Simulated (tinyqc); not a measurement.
From results back to parameters: quantum well in an electric field by finite differences. Four cases, with inputs chosen for the exercise.

Problem. For hard walls second order gives dE1 = -C m (e F)^2 L^4/(2c) with C = (15/pi^2 - 1)/(24 pi^2) and c = hbar^2/2m0; 1 kV/cm = 1e-5 eV/angstrom. The shift below was computed from a hidden field. The formula holds while e F L is small against E2 - E1 = 3 c pi^2/(m L^2).

Constants: hbar^2/2m0 = 3.80998211 eV angstrom^2.

Find: C; F; e F L/(E2 - E1).

Method. F = sqrt(2c |dE1|/(C m L^4)). The last ratio is below 1, so second order is a fair guide.

Case 1.

Values chosen (out of a larger set: near those of a strained Si well in SiGe; not measured data): Lh = 125 angstrom (width); mh = 0.49 m0 (mass).

|dE1| = 0.0967776 meV

Solution.

C = 0.002195
F = 5.30 kV/cm
e F L/(E2 - E1) = 0.45

Case 2.

Values chosen (out of a larger set: near those of an InGaAs well in InP; not measured data): Lh = 205 angstrom (width); mh = 0.32 m0 (mass).

|dE1| = 0.0937508 meV

Solution.

C = 0.002195
F = 2.40 kV/cm
e F L/(E2 - E1) = 0.59

Case 3.

Values chosen (out of a larger set: near those of an InGaAs well in InAlAs; not measured data): Lh = 65 angstrom (width); mh = 0.042 m0 (mass).

|dE1| = 0.261261 meV

Solution.

C = 0.002195
F = 110 kV/cm
e F L/(E2 - E1) = 0.11

Case 4.

Values chosen (out of a larger set: near those of a GaAs well in AlGaAs; not measured data): Lh = 95 angstrom (width); mh = 0.41 m0 (mass).

|dE1| = 0.347194 meV

Solution.

C = 0.002195
F = 19.0 kV/cm
e F L/(E2 - E1) = 0.59

Computed by tinyqc, one run a case: `OMP_NUM_THREADS=1 python tinyqc.py N N+1 out.jsonl` with N = 1281673, 1281804, 1281858, 1282281; one thread of a shared Intel(R) Xeon(R) Processor @ 2.30GHz, about 0.05 s a run at most.
